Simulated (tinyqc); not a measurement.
Chemical-mechanical planarisation: Preston law, pattern density and step-height reduction: one step, computed by the program tinyqc.

A row of 8 cells, repeated periodically, holds raised features that cover a share rho of each cell.

Question. State at time t. While h > h_c only raised areas polish, at R0/rho_eff, until t_c = rho_eff (h0 - h_c)/R0. After that h = h_c exp(-(t - t_c)/tau), tau = rho_eff h_c/R0; low areas polish at R0 (1 - h/h_c) and raised areas at R0 [1 + (1 - rho_eff) h/(rho_eff h_c)]. Removed from raised areas after t_c: h0 - h_c + R0 (t - t_c) + (1 - rho_eff)(h_c - h); from low areas: R0 (t - t_c) - rho_eff (h_c - h). Film left = z0 less the removal from raised areas.

Inputs (values chosen for the exercise, close to those used for copper polishing):

| quantity | value | unit |
|---|---|---|
| initial step height h0 | 620 | nm |
| contact height h_c | 78 | nm |
| film above the raised areas z0 | 970 | nm |
| polish time t | 460 | s |

effective densities: 0.5182891  0.5850265  0.6294589  0.5824086  0.4923811  0.4784968  0.5100823  0.5038567

blanket rate R0 = 0.7160318 nm/s

Give: Cells; range of film left across the row; largest remaining step; thinnest film left.

Answer.

Cells:

| cell | rho_eff | t_c (s) | step h (nm) | removed, raised (nm) | removed, low (nm) | film left on raised areas (nm) |
|---|---|---|---|---|---|---|
| 1 | 0.5183 | 392.3 | 23.52 | 616.7 | 20.23 | 353.3 |
| 2 | 0.5850 | 442.8 | 59.58 | 561.9 | 1.52 | 408.1 |
| 3 | 0.6295 | 476.5 | 96.73 | 523.3 | 0.00 | 446.7 |
| 4 | 0.5824 | 440.9 | 57.68 | 564.2 | 1.88 | 405.8 |
| 5 | 0.4924 | 372.7 | 15.32 | 636.3 | 31.64 | 333.7 |
| 6 | 0.4785 | 362.2 | 11.95 | 646.5 | 38.42 | 323.5 |
| 7 | 0.5101 | 386.1 | 20.63 | 623.0 | 23.65 | 347.0 |
| 8 | 0.5039 | 381.4 | 18.63 | 627.7 | 26.37 | 342.3 |

range of film left across the row = 123.2 nm

largest remaining step = 96.73 nm

thinnest film left = 323.5 nm

7 of 8 cells have reached contact. The cell with the lowest rho_eff has lost the most film from its raised areas.
